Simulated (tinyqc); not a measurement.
# Short-channel transistor, virtual-source model with series resistance: what changes with what

The current per gate width is the charge at the top of the source barrier (the virtual source) times its velocity times a saturation function; al and be are fitting constants of the model. Units: I in uA/um, Rs in ohm um, so I Rs = 1e-6 I Rs in volts; Q in uC/cm^2, so I = 1e-4 Q vx0 Fsat with vx0 in cm/s.

Values chosen for this exercise:
- T = 300 K (temperature)
- Cinv = 3 uF/cm^2 (inversion capacitance)
- vx0 = 1.04e7 cm/s (velocity at the virtual source)
- mu = 740 cm^2/(V s) (apparent mobility)
- L = 90 nm (channel length)
- VT0 = 0.434 V (threshold at zero drain voltage)
- dl = 0.182 V/V (drain-induced barrier lowering)
- n0 = 1.48 (subthreshold factor)
- nd = 0.1 1/V (growth of n with drain voltage)
- al = 3.5 (threshold shift (in units of Vt) from weak to strong inversion)
- be = 2 (sharpness of saturation)
- Rs = 150 ohm um (series resistance of each contact)

Constants: q = 1.602176634e-19 C, kB = 1.380649e-23 J/K, Vt = kB T/q. Results are converted to the units shown.

Each table varies one quantity; the others keep the values above.

## Effect of the drain-induced barrier lowering on the on and off currents

Intrinsic voltages Vg' = Vgs - I Rs, Vd' = Vds - 2 I Rs. n = n0 + nd Vd', VT = VT0 - dl Vd', Ff = 1/(1 + exp((Vg' - VT + al Vt/2)/(al Vt))), Q = Cinv n Vt ln(1 + exp((Vg' - VT + al Vt Ff)/(n Vt))), Vdsat = (vx0 L/mu)(1 - Ff) + Vt Ff, Fsat = u/(1 + u^be)^(1/be) with u = Vd'/Vdsat, and I = Q vx0 Fsat per width. I is solved self-consistently. Ion is I at Vgs = Vds = 1 V, Ioff at Vgs = 0, Vds = 1 V, and Rlin = Vds/I at Vgs = 1 V, Vds = 0.05 V.

Effect of the drain-induced barrier lowering on the on and off currents:

| dl (V/V) | Ion (uA/um) | Ioff (nA/um) | log10(Ion/Ioff) | Rlin (ohm um) |
|---|---|---|---|---|
| 0 | 1189 | 27.52 | 4.636 | 374.4 |
| 0.04 | 1241 | 72.08 | 4.236 | 374.3 |
| 0.08 | 1290 | 187.0 | 3.839 | 374.3 |
| 0.12 | 1337 | 478.5 | 3.446 | 374.2 |
| 0.16 | 1381 | 1197 | 3.062 | 374.2 |
| 0.2 | 1424 | 2897 | 2.692 | 374.1 |
| 0.24 | 1465 | 6657 | 2.342 | 374.1 |
| 0.28 | 1503 | 1.423e4 | 2.024 | 374.0 |

Read the table: what changes, and by how much?

As dl goes from 0 to 0.28 V/V, Ion rises from 1190 to 1500 uA/um, Ioff rises from 27.5 to 14200 nA/um and Rlin stays near 374 ohm um. Ion changes by a factor of 1.26 and Ioff by 517. The off current depends on it through an exponential, the on current about linearly. For dl = 0.16 to 0.28 V/V the off current passes 1 uA/um, so the device is hardly off at Vgs = 0.

## Transfer curves at low and high drain voltage

Same model as above.

Columns for Vds = 0.05 V and 1 V; gm = dI/dVgs at 1 V.

Results:

| Vgs (V) | I, low Vds (uA/um) | I, high Vds (uA/um) | gm (uS/um) |
|---|---|---|---|
| 0 | 0.016716 | 1.9567 | 43.169 |
| 0.12 | 0.33457 | 21.042 | 353.65 |
| 0.25 | 5.8096 | 113.38 | 1075.5 |
| 0.38 | 35.258 | 288.87 | 1562.3 |
| 0.62 | 97.882 | 704.36 | 1822.3 |
| 0.75 | 115.64 | 943.32 | 1848.1 |
| 0.88 | 126.78 | 1183.8 | 1848.7 |
| 1 | 133.64 | 1405.0 | 1834.9 |

Estimate the missing row, Vgs = 0.5 V.

Computed row:

| Vgs (V) | I, low Vds (uA/um) | I, high Vds (uA/um) | gm (uS/um) |
|---|---|---|---|
| 0.5 | 71.827 | 489.33 | 1750.0 |

With this row back in the table: At Vds = 1 V the current spans 2.9 decades, from 1.96 to 1400 uA/um. Between the first two rows the swing is 116 mV a decade, against n Vt ln 10 = 94.1. At Vgs = 0 the higher drain voltage raises the current by a factor of 117, at Vgs = 1 V by 10.5. The transconductance goes from 43.2 through a maximum of 1850 (at Vgs = 0.88 V among the rows listed) to 1830 uS/um; Cinv vx0, its value in strong inversion and saturation without series resistance, is 3120 uS/um.

## Effect of the threshold at zero drain voltage on the on and off currents

Same model as above.

Result of one run:

| VT0 (V) | Ion (uA/um) | Ioff (nA/um) | log10(Ion/Ioff) | Rlin (ohm um) |
|---|---|---|---|---|
| 0.3 | 1649 | 2.647e4 | 1.795 | 359.7 |

What becomes of these results when the threshold at zero drain voltage VT0 is changed from 0.3 to 0.35 V, all else the same?

Result of the changed run:

| VT0 (V) | Ion (uA/um) | Ioff (nA/um) | log10(Ion/Ioff) | Rlin (ohm um) |
|---|---|---|---|---|
| 0.35 | 1558 | 1.107e4 | 2.149 | 364.4 |

The whole series:

| VT0 (V) | Ion (uA/um) | Ioff (nA/um) | log10(Ion/Ioff) | Rlin (ohm um) |
|---|---|---|---|---|
| 0.15 | 1915 | 1.528e5 | 1.098 | 348.9 |
| 0.2 | 1827 | 9.685e4 | 1.276 | 352.1 |
| 0.25 | 1739 | 5.443e4 | 1.504 | 355.6 |
| 0.3 | 1649 | 2.647e4 | 1.795 | 359.7 |
| 0.35 | 1558 | 1.107e4 | 2.149 | 364.4 |
| 0.4 | 1467 | 4074 | 2.556 | 369.9 |
| 0.45 | 1376 | 1370 | 3.002 | 376.3 |
| 0.5 | 1284 | 435.9 | 3.469 | 384.1 |

As VT0 goes from 0.15 to 0.5 V, Ion falls from 1910 to 1280 uA/um, Ioff falls from 1.53e5 to 436 nA/um and Rlin rises from 349 to 384 ohm um. Ion changes by a factor of 0.670 and Ioff by 0.00285. The off current depends on it through an exponential, the on current about linearly. For VT0 = 0.15 to 0.45 V the off current passes 1 uA/um, so the device is hardly off at Vgs = 0.

Computed by the program tinyqc: `OMP_NUM_THREADS=1 python tinyqc.py 2380060 2380061 out.jsonl`, one thread of a shared Intel Xeon 2.30GHz, about 0.01 s for the whole run.
